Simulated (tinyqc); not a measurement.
Delta-doped HEMT, charge control: two steps of the calculation.

A two-dimensional electron gas of density ns under a barrier. EF and the subbands are counted from the conduction-band edge of the channel at the interface. Two subbands of a triangular well with an infinite wall, parabolic band, no carriers in the barrier.

Inputs (values chosen for the exercise); material values close to those of InAlAs on In0.53Ga0.47As:

| symbol | value | unit | meaning |
|---|---|---|---|
| T | 300 | K | temperature |
| d | 29 | nm | barrier thickness from gate to channel |
| ds | 5.5 | nm | undoped spacer next to the channel |
| me | 0.0407 | m0 | electron mass in the channel |
| ec | 13.9 |  | relative permittivity of the channel |
| ebr | 12.6 |  | relative permittivity of the barrier |
| phiB | 0.678 | eV | barrier height of the gate |
| dEc | 0.493 | eV | conduction-band offset |
| ND | 3.5e12 | cm^-2 | sheet density of the donor plane at ds from the channel |
| eta | 0.5 |  | share of ns that counts in the confining field |
| Nb | 0 | cm^-2 | depletion charge of the buffer |
| Vg | -0.16 | V | gate voltage |

Constants: q = 1.602176634e-19 C, kB = 1.380649e-23 J/K, hbar = 1.054571817e-34 J s, m0 = 9.1093837015e-31 kg, Vt = kB T/q, eps0 = 8.8541878128e-14 F/cm where lengths are in cm, hbar^2/(2 m0) = 0.0380998212 eV nm^2. Results are converted to the units shown.

Task 1. Barrier and off voltage. Fully depleted barrier with eb = ebr: Vp = q ND (d - ds)/(eps0 eb); donors per area ND; Voff = phiB - dEc - Vp.

Find: Vp; donors per area; eb; Voff.

Result 1.

Vp = 1.1812 V
donors per area = 3.5000e12 cm^-2
eb = 12.600
Voff = -0.99621 V

Task 2. New ns. F = q (eta ns + Nb)/(eps0 ec) in eV/nm; E_k = a_k (C F^2/me)^(1/3), a_0 = 2.338107, a_1 = 4.087949, C = hbar^2/(2 m0); D = me m0 q/(pi hbar^2); ns = D Vt [ln(1 + exp((EF - E_0)/Vt)) + ln(1 + exp((EF - E_1)/Vt))], which gives EF = E_0 + Vt ln{2 s/[(1 + u) + sqrt((1 + u)^2 + 4 u s)]} with s = exp(ns/(D Vt)) - 1, u = exp((E_0 - E_1)/Vt). Newton: g = ns + Nb - eps0 eb (Vg - Voff - EF)/(q d), ns(new) = ns - g/(1 + (eps0 eb/(q d)) dEF/dns), the derivative by central differences over +/- 0.01 % of ns.

ns after iteration 1 = 1.4657223e12 cm^-2
eb = 12.6
Voff = -0.99620976 V

Give: E_0; E_1; EF; dEF/dns; ns after iteration 2.

Result 2.

E_0 = 0.1029 eV
E_1 = 0.1799 eV
EF = 0.1728 eV
dEF/dns = 0.1008 eV per 1e12 cm^-2
ns after iteration 2 = 1.568e12 cm^-2

Computed by the program tinyqc: `OMP_NUM_THREADS=1 python tinyqc.py 2180012 2180013 out.jsonl`, one thread of a shared Intel Xeon 2.30GHz, about 0.01 s for the whole run.
